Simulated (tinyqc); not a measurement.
Binding against carrier density: donor level screened by free carriers (Yukawa potential).

Screening wave number: Debye ks^2 = 4 pi q n/(eps kB T); Thomas-Fermi ks^2 = 6 pi q n/(eps EF) with EF = c (3 pi^2 n/gv)^(2/3)/m, c = hbar^2/2m0; the two are joined by 1/ks^2 = sqrt(1/ks_D^4 + 1/ks_TF^4). 1e18/cm^3 = 1e-6/angstrom^3, q = e^2/(4 pi eps0).

Potential -(q/(eps r)) exp(-ks r), q = e^2/(4 pi eps0). In units Ry* = Ry m/eps^2 and a* = a0 eps/m the problem is [-Laplacian - 2 exp(-x r)/r] psi = E psi with x = ks a*.

Converged values use 18 functions exp(-z r), z = 1.55^i, i = -11 to 6: S = 2/A^3, H = z_i z_j S - 2/(A + x)^2, A = z_i + z_j.

Constants: e^2/(4 pi eps0) = 14.39964547 eV angstrom; kB = 8.617333262e-05 eV/K; hbar^2/2m0 = 3.80998211 eV angstrom^2.

Parameters, chosen for this exercise (near those of a donor in InP, with one mean mass; the results hold for these values, not for the real material): m = 0.08 m0 (mass); eps = 12.7 (dielectric constant); gv = 1 (valleys); T = 77 K (temperature); nl = (4.5e-05, 0.00015, 0.00045, 0.0015, 0.0045, 0.015, 0.045) x 1e18/cm^3 (densities).

Ry* = 6.7484 meV
a* = 84.007 angstrom

x from the joined ks; converged 1s binding (dash: x above 1.17, at or past the limit 1.19 where the state unbinds).

Results:

| n (1e18/cm^3) | EF/kB T | 1/ks (angstrom) | x | binding (meV) | n^(1/3) a* |
|---|---|---|---|---|---|
| 4.5e-05 | 0.01 | 3217.0 | 0.026 | 6.40 | 0.030 |
| 0.00015 | 0.02 | 1762.1 | 0.048 | 6.13 | 0.045 |
| 0.00045 | 0.04 | 1017.5 | 0.083 | 5.70 | 0.064 |
| 0.0015 | 0.09 | 557.7 | 0.151 | 4.93 | 0.096 |
| 0.0045 | 0.19 | 322.9 | 0.260 | 3.83 | 0.139 |
| 0.015 | 0.42 | 179.5 | 0.468 | 2.20 | 0.207 |
| 0.045 | 0.87 | 109.4 | 0.768 | 0.71 | 0.299 |

How do the results move, and what explains it?

The binding falls from 6.4 to 0.7 meV (bare value 6.7); it passes half the bare value between 0.0045 and 0.015 x 1e18/cm^3. The level is still bound in the last row. x grows with exponent 0.50 in n at the start and 0.45 at the end (1/2 for Debye, 1/6 for Thomas-Fermi screening). The level survives to n^(1/3) a* = 0.30, past the 0.26 of the Mott rule, which corresponds to x = 1 for one valley with degenerate screening; here the level lasts until x = 1.19, the screening is at most the degenerate value, and overlap of donors is left out.

tinyqc: `OMP_NUM_THREADS=1 python tinyqc.py 1251058 1251059 out.jsonl`; about 0.01 s, one thread, shared Intel(R) Xeon(R) Processor @ 2.30GHz.
